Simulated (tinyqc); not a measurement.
From results back to parameters: Lorentz oscillators and the Kramers-Kronig relations. Two cases, with inputs chosen for the exercise.

Problem. Below the gap a single undamped oscillator gives n^2 - 1 = Eo Ed/(Eo^2 - E^2) (Wemple-DiDomenico). Two refractive indices were computed from hidden Eo and Ed.

Find: Eo; Ed; n at E = 0.
Method. 1/(n^2 - 1) = Eo/Ed - E^2/(Eo Ed) is a straight line in E^2: slope -1/(Eo Ed), intercept Eo/Ed.

Case 1.

Values chosen: Ea = 1.02 eV; Eb = 2.32 eV.
n(Ea) = 2.183860
n(Eb) = 2.274906

Solution.

Eo = 6.76 eV
Ed = 24.9 eV
n at E = 0 = 2.164

Case 2.

Values chosen: Ea = 1.13 eV; Eb = 2.17 eV.
n(Ea) = 2.681069
n(Eb) = 2.941986

Solution.

Eo = 4.38 eV
Ed = 25.3 eV
n at E = 0 = 2.603

Computed by tinyqc, one run a case: `OMP_NUM_THREADS=1 python tinyqc.py N N+1 out.jsonl` with N = 1651506, 1651517; one thread of a shared Intel(R) Xeon(R) Processor @ 2.30GHz, about 0.2 s a run at most.
